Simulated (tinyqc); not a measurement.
Solubility, supersaturation, precipitation and gettering of an impurity in a silicon-like host: one step, computed by the program tinyqc.

The wafer was saturated at T1 and is then held at T.

Problem. Ham's law for sinks of fixed radius. tau0 = 1/(4 pi n r0 D); C_fixed(t) = C_eq + (C0 - C_eq) exp(-t/tau0). If all excess precipitates, the final radius is r_f = [r0^3 + 3 (C0 - C_eq)/(4 pi n C_p)]^(1/3), with tau_f = 1/(4 pi n r_f D).

Inputs (values chosen for the exercise, modelled on iron in silicon):
```
quantity,value,unit
temperature of saturation T1,1425,K
anneal temperature T,801,K
sink density n,3.8e+09,1/cm^3
initial sink radius r0,24,nm
impurity density in the precipitate C_p,5e+22,1/cm^3
anneal time t,770,s
```

D(T) = 5.744970e-08 cm^2/s

C_eq(T) = 5.395685e+07 1/cm^3

C0 = 9.943997e+15 1/cm^3

Give: tau0; C_fixed(t); final radius r_f; tau_f.

Solution.

tau0 = 151.88 s

C_fixed(t) = 6.2490e+13 1/cm^3

final radius r_f = 29.745 nm

tau_f = 122.55 s

The sinks grow 1.2 times, so the fixed radius underrates the later rate. Caution: the barrier to homogeneous nucleation is below 35 k_B T for these inputs, so new precipitates would form and outnumber the fixed sinks assumed here.
